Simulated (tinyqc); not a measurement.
Inside a calculation. Method: Pariser-Parr-Pople SCF with singles CI, for the molecule C1=CC2=CC=CC2=C1 (SMILES; centres numbered as the heavy atoms are written). One step of it, computed by the program tinyqc.

Task: Singles CI, triplets. Over the 4 single excitations with the smallest orbital gaps: A = (e_a - e_i) delta - (ij|ab), with (pq|rs) = sum c_mp c_mq gamma_mn c_nr c_ns.

orbital energies (eV): -15.099950  -12.403154  -10.702548  -9.616231  -2.791175  1.640735  2.899049  3.422729

coefficients:
```
         MO1        MO2        MO3        MO4        MO5        MO6        MO7        MO8
1C  0.287780   0.520392   0.000000   0.501224   0.000000   0.478740   0.407378   0.000000
2C  0.320114   0.338520   0.398994   0.114251   0.500000  -0.367973  -0.366706  -0.301337
3C  0.460691   0.000000   0.426155  -0.471877   0.000000   0.000000   0.255140   0.564262
4C  0.320114  -0.338520   0.398994   0.114251  -0.500000   0.367973  -0.366706  -0.301337
5C  0.287780  -0.520392   0.000000   0.501224   0.000000  -0.478740   0.407378   0.000000
6C  0.320114  -0.338520  -0.398994   0.114251   0.500000   0.367973  -0.366706   0.301337
7C  0.460691   0.000000  -0.426155  -0.471877   0.000000   0.000000   0.255140  -0.564262
8C  0.320114   0.338520  -0.398994   0.114251  -0.500000  -0.367973  -0.366706   0.301337
```

repulsion gamma_rs (eV), lower triangle:
```
           1C         2C         3C         4C         5C         6C         7C         8C
1C  11.130000
2C   7.552804  11.130000
3C   5.520570   7.554850  11.130000
4C   3.705303   4.865167   7.554850  11.130000
5C   3.201289   3.705303   5.520570   7.552804  11.130000
6C   3.705303   3.863003   5.519866   5.518526   7.552804  11.130000
7C   5.520570   5.519866   7.553862   5.519866   5.520570   7.554850  11.130000
8C   7.552804   5.518526   5.519866   3.863003   3.705303   4.865167   7.554850  11.130000
```

Give: triplet CI matrix; triplet excitation energies.

Result:

triplet CI matrix (eV), lower triangle:
```
       4>5     3>5    2>5    4>6
4>5  0.754
3>5  0.000   1.497
2>5  0.000   0.000  3.655
4>6  0.000  -0.079  0.000  5.057
```

triplet excitation energies (eV): 0.754  1.495  3.655  5.059
